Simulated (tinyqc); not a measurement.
Capacitance shares from swing and barrier lowering.

Question. Below threshold the charge is negligible, so the band edge moves as -(aG Vg + aD Vd), aG = CG/CS, aD = CD/CS (CG, CD the capacitances of the barrier top to gate and drain, CS the total), and I goes as exp((aG Vg + aD Vd)/Vt) once Vd is well above Vt. Find aG, aD, CS and CD.

Inputs (values chosen for the exercise):
- T = 350 K (temperature)

Constants: q = 1.602176634e-19 C, kB = 1.380649e-23 J/K, Vt = kB T/q. Results are converted to the units shown.

swing = 90.191560 mV/decade
DIBL = 72.727273 mV/V
CG = 2.4147785 uF/cm^2

Answer. The swing is Vt ln 10/aG and the DIBL, -dVg/dVd at fixed current, is aD/aG.

aG = 0.770
aD = 0.0560
CS = 3.14 uF/cm^2
CD = 0.176 uF/cm^2

tinyqc, about 0.01 s, one thread, Intel Xeon 2.30GHz (shared host): `OMP_NUM_THREADS=1 python tinyqc.py 2400040 2400041 out.jsonl`
